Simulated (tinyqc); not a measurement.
Raising U: Hubbard ring of 6 sites, mean field against exact. Computed by the program tinyqc. Collinear unrestricted mean field (the lowest of 40 random starts) against exact diagonalisation.

one-body matrix (hopping and site energies) (eV):
```
         1        2        3        4        5        6
1   0.0000  -1.3000   0.0000   0.0000   0.0000  -1.3000
2  -1.3000   0.0000  -1.3000   0.0000   0.0000   0.0000
3   0.0000  -1.3000   0.0000  -1.3000   0.0000   0.0000
4   0.0000   0.0000  -1.3000   0.0000  -1.3000   0.0000
5   0.0000   0.0000   0.0000  -1.3000   0.0000  -1.3000
6  -1.3000   0.0000   0.0000   0.0000  -1.3000   0.0000
```

electrons, up and down: 3  3

Exact and mean-field results (eV):
```
U            U/t    E exact  E mean field  mean |n_up - n_down|  double occupancy, exact  first gap in the sector
0.6500    0.5000  -9.457764     -9.425000                0.0000                   0.2332                   2.3793
1.3000    1.0000  -8.581506     -8.450000                0.0000                   0.2161                   2.1531
2.6000    2.0000  -7.032294     -6.500000                0.0000                   0.1808                   1.7070
3.9000    3.0000  -5.763360     -4.746666                0.5539                   0.1446                   1.3112
5.2000    4.0000  -4.769318     -3.687219                0.7578                   0.1111                   1.0014
7.8000    6.0000  -3.443073     -2.531887                0.8914                   0.0637                   0.6306
10.4000   8.0000  -2.662570     -1.920500                0.9384                   0.0391                   0.4531
15.6000  12.0000  -1.819815     -1.291099                0.9724                   0.0186                   0.2948
26.0000  20.0000  -1.108260     -0.778060                0.9900                   0.0070                   0.1768
```

What does the comparison show, and why?

In absolute terms mean field is worst at U/t = 4.0, 1.082 eV too high: at small U it is nearly exact, and at large U it misses only exchange-scale energies. Its local moments set in at U/t = 3.0 of those listed, a broken symmetry that the exact state of a finite cluster with equal spins does not have. Relative to the exact energy its error is 0.3 % at the smallest U, 30 % at most and 30 % at the largest. The double occupancy falls from 0.233 to 0.007; at the largest U the first gap is 0.68 times the exchange scale 4t^2/U.
